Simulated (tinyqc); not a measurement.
Undoped symmetric double-gate MOSFET, analytic potential model: two steps of the calculation.

An undoped body of thickness ts between two equal insulators and tied gates; long channel, electrons only, n = ni exp((psi - V)/Vt) with V the quasi-Fermi potential (0 at the source, Vd at the drain), constant mobility, no quantisation. Across the body psi(x) = V - 2 Vt ln[(ts/(2 beta)) sqrt(q ni/(2 eps0 eps_r Vt)) cos(2 beta x/ts)], x from the centre. Q is the electron charge per area of the whole body.

Values chosen for this exercise; material values close to those of silicon:
```
symbol,value,unit,meaning
T,350,K,temperature
Eg,1.12,eV,band gap
eps_r,11.7,,relative permittivity of the semiconductor
Nc,3.49e19,cm^-3,conduction-band density of states at T
Nv,3.39e19,cm^-3,valence-band density of states at T
eox,22.6,,relative permittivity of the gate insulator
tox,13,nm,insulator thickness
ts,12,nm,body thickness
dphi,-0.12,V,gate work function less that of the intrinsic body
```

Constants: q = 1.602176634e-19 C, kB = 1.380649e-23 J/K, Vt = kB T/q, eps0 = 8.8541878128e-14 F/cm where lengths are in cm. Results are converted to the units shown.

Task 1. Constants of the body. ni = sqrt(Nc Nv) exp(-Eg/(2 Vt)), Eg in volts; r = eps_r tox/(eox ts); V0 = dphi + 2 Vt ln[(2/ts) sqrt(2 eps0 eps_r Vt/(q ni))].

Wanted: ni; r; V0.

Result 1.

ni = 2.9708e11 cm^-3
r = 0.56084
V0 = 0.33571 V

Task 2. Potential and electron density across the body at the source. psi(x) as above with V = 0 and beta = beta_s; n = ni exp(psi/Vt).

x/ts, point 0 to 6: [0, 0.1, 0.2, 0.3, 0.4, 0.45, 0.5]
beta_s = 1.3772816
ni = 2.9707593e11 cm^-3

Find: psi; n.

Result 2.

```
point  psi (V)  n (cm^-3)
0      0.47502  2.0551e18
1      0.47734  2.2193e18
2      0.48468  2.8308e18
3      0.49850  4.4767e18
4      0.52292  1.0061e19
5      0.54278  1.9431e19
6      0.57447  5.5570e19
```

The density at the surface is 27.0 times that at the centre (1/cos^2 beta). It reaches 1.6 Nc, where Boltzmann statistics overestimate it.

tinyqc, about 0.02 s, one thread, Intel Xeon 2.30GHz (shared host): `OMP_NUM_THREADS=1 python tinyqc.py 2440142 2440143 out.jsonl`
